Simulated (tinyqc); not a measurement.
Floating body of a partially depleted SOI transistor: body voltage and kink: two steps of the calculation.

Source at 0 V. Channel current Ic = 2 nf K Vt^2 [F(0) - F(Vd)](1 + la Vd), F(V) = ln^2(1 + exp((Vg - VT - nf V)/(2 nf Vt))), VT = VT0 - gb Vb. Saturation voltage Vs = 2 Vt sqrt(F(0)) + 3 Vt, excess Ve = (Vd - Vs + sqrt((Vd - Vs)^2 + 0.0004 V^2))/2, multiplication M1 = Ai Ve exp(-Bl/Ve). Each junction passes D(v) = J1 (exp(v/Vt) - 1) + J2 (exp(v/(2 Vt)) - 1). Bipolar current Ib = bb J1 (exp(Vb/Vt) - 1). The body settles where M1 (Ic + Ib) = D(Vb) + D(Vb - Vd) + Vb/Rb; drain current Id = (1 + M1)(Ic + Ib) - D(Vb - Vd).

Inputs (values chosen for the exercise); values of the order met in partially depleted silicon-on-insulator transistors: temperature T = 300 K; threshold at zero body voltage VT0 = 0.41 V; fall of the threshold per volt of body voltage gb = 0.23; slope factor nf = 1.34; gain factor per width K = 290 uA/(V^2 um); channel-length modulation factor la = 0.02 1/V; impact-ionisation prefactor Ai = 1.5 1/V; impact-ionisation voltage Bl = 7.1 V; diffusion saturation current of each junction J1 = 1.3e-13 uA/um; recombination saturation current of each junction J2 = 1.5e-8 uA/um; gain of the lateral bipolar transistor on the diffusion current bb = 0; resistance of a weak body tie to the source (1e9 stands for no tie, and the term is then dropped) Rb = 1e9 kohm um; gate voltage Vg = 0.48 V; drain voltage Vd = 1.9 V.

Constants: q = 1.602176634e-19 C, kB = 1.380649e-23 J/K, Vt = kB T/q. Results are converted to the units shown.

Task 1. New Vb. Current into the body I_in = M1 (Ic + Ib) - D(Vb - Vd), current out I_out = D(Vb) + Vb/Rb; f = ln(I_in/I_out), s = df/dVb by central differences over 1e-5 V, Vb(new) = Vb - f/s.

Vb at the start = 0.78 V

Wanted: Ic; Ve; M1; I_in; I_out; f; s; Vb after iteration 1.

Result 1.

Ic = 7.0915 uA/um
Ve = 1.6350 V
M1 = 0.031891
I_in = 0.22615 uA/um
I_out = 1.7030 uA/um
f = -2.0189
s = -36.839 1/V
Vb after iteration 1 = 0.72520 V

Task 2. Drain current with floating and with grounded body. Id and VT at the converged Vb, Id at Vb = 0, their ratio, and the bipolar share Ib/(Ic + Ib).

converged Vb = 0.72444863 V

Give: VT; Id, floating; Id, grounded; ratio; bipolar share.

Result 2.

VT = 0.24338 V
Id, floating = 6.6192 uA/um
Id, grounded = 0.98385 uA/um
ratio = 6.7278
bipolar share = 0.0000 %

The body rises to 0.724 V and lowers the threshold by 167 mV.

Range of the model: The multiplication law is an empirical form chosen for the exercise; self-heating and capacitive coupling to the body are left out, and the linear laws are rough once Vb passes about 0.7 V or M1 about 0.1.

Computed by the program tinyqc: `OMP_NUM_THREADS=1 python tinyqc.py 2182247 2182248 out.jsonl`, one thread of a shared Intel Xeon 2.30GHz, about 0.2 s for the whole run.
